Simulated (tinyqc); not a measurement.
From results back to parameters: free-carrier optics of a doped semiconductor (Drude model). Four cases, with inputs chosen for the exercise.

Problem. eps(E) is given at one energy; N and mu are hidden.

eps(E) = ei [1 - Ep^2/(E^2 + i E Gam)], with Ep^2 = 8 pi c (e^2/(4 pi eps0)) N/(m ei), c = hbar^2/2m0, N in 1/angstrom^3 (1e-24 per 1/cm^3); Gam = hbar/tau, tau = mu m m0/e with m0/e = 5.685630e-12 kg/C and mu in m^2/(V s). Energies in meV.

Constants: hbar^2/2m0 = 3.80998211 eV angstrom^2; e^2/(4 pi eps0) = 14.39964547 eV angstrom; hbar = 6.58211957e-16 eV s.

Case 1.

Values chosen (out of a larger set: mass and dielectric values near those of Si; N and mu are free inputs; interband absorption and the rise of the mass with filling are left out; not measured data): m = 0.262 m0 (conductivity mass); ei = 11.99 (high-frequency dielectric constant); E = 76.8 meV (photon energy).

eps = 10.85039+0.65566i

Case 2.

Values chosen (out of a larger set: mass and dielectric values near those of Si; N and mu are free inputs; interband absorption and the rise of the mass with filling are left out; not measured data): m = 0.28 m0 (conductivity mass); ei = 11.47 (high-frequency dielectric constant); E = 98.9 meV (photon energy).

eps = 8.08013+0.67483i

Case 3.

Values chosen (out of a larger set: mass and dielectric values near those of Ge; N and mu are free inputs; interband absorption and the rise of the mass with filling are left out; not measured data): m = 0.125 m0 (conductivity mass); ei = 15.98 (high-frequency dielectric constant); E = 54 meV (photon energy).

eps = 13.98619+0.14868i

Case 4.

Values chosen (out of a larger set: mass and dielectric values near those of Ge; N and mu are free inputs; interband absorption and the rise of the mass with filling are left out; not measured data): m = 0.133 m0 (conductivity mass); ei = 15.86 (high-frequency dielectric constant); E = 115.1 meV (photon energy).

eps = 11.95344+0.15549i

Find: Gam; Ep; N; mu.

Solution. ei - eps1 = ei Ep^2/(E^2 + Gam^2) and eps2 = (ei - eps1) Gam/E; the ratio gives Gam, then Ep, N and mu follow.

Case 1.

Gam = 44.19 meV
Ep = 27.32 meV
N = 1.70e+18 1/cm^3
mu = 100 cm^2/(V s)

Case 2.

Gam = 19.69 meV
Ep = 54.82 meV
N = 7.00e+18 1/cm^3
mu = 210 cm^2/(V s)

Case 3.

Gam = 4.03 meV
Ep = 19.13 meV
N = 5.30e+17 1/cm^3
mu = 2.30e+03 cm^2/(V s)

Case 4.

Gam = 4.58 meV
Ep = 57.17 meV
N = 5.00e+18 1/cm^3
mu = 1.90e+03 cm^2/(V s)

Computed by tinyqc, one run a case: `OMP_NUM_THREADS=1 python tinyqc.py N N+1 out.jsonl` with N = 1682442, 1682455, 1682635, 1682675; one thread of a shared Intel(R) Xeon(R) Processor @ 2.30GHz, about 0.01 s a run at most.
